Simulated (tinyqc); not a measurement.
## Film and buried-oxide thickness from two coupling ratios

Question. In a depleted film -dVT/dVb is k1 = Cs Cbox/(Cox (Cs + Cbox)) for a front channel and k2 = Cbox (Cox + Cs)/(Cox Cs) for a back channel, with Cox = eps0 eox/tox, Cs = eps0 eps_r/ts, Cbox = 3.9 eps0/tb. Find ts and tb.

Parameters, values chosen for the exercise; band and dielectric values close to those of silicon: relative permittivity eps_r = 11.5; relative permittivity of the gate insulator (close to silicon dioxide) eox = 3.9; insulator thickness tox = 3.1 nm.

coupling ratios for a front and a back channel: 0.20665469  0.39237458

Solution. With y = Cox/Cs and z = Cox/Cbox, 1/k1 = y + z and k2 = (1 + y)/z, so y = (k2/k1 - 1)/(1 + k2); the thicknesses follow from y and z.

ts = 5.90 nm
tb = 13.0 nm

Computed by the program tinyqc: `OMP_NUM_THREADS=1 python tinyqc.py 2190134 2190135 out.jsonl`, one thread of a shared Intel Xeon 2.30GHz, about 0.6 s for the whole run.
